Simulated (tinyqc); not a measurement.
Inside a calculation. Method: tight binding, honeycomb lattice. One step of it, computed by the program tinyqc.

Problem. Levels at k. Diagonalise the Hermitian matrix.

H(k) at k (eV), order A, B:
```
[[1.226753, 0.426092-0.469518i],
 [0.426092+0.469518i, -1.225629]]
```

Give: eigenvalues; weights |c|^2 of the basis functions.

Solution.

eigenvalues (eV): [-1.3799, 1.3810]

weights |c|^2 of the basis functions, order A, B:
```
[[0.0559, 0.9441],
 [0.9441, 0.0559]]
```
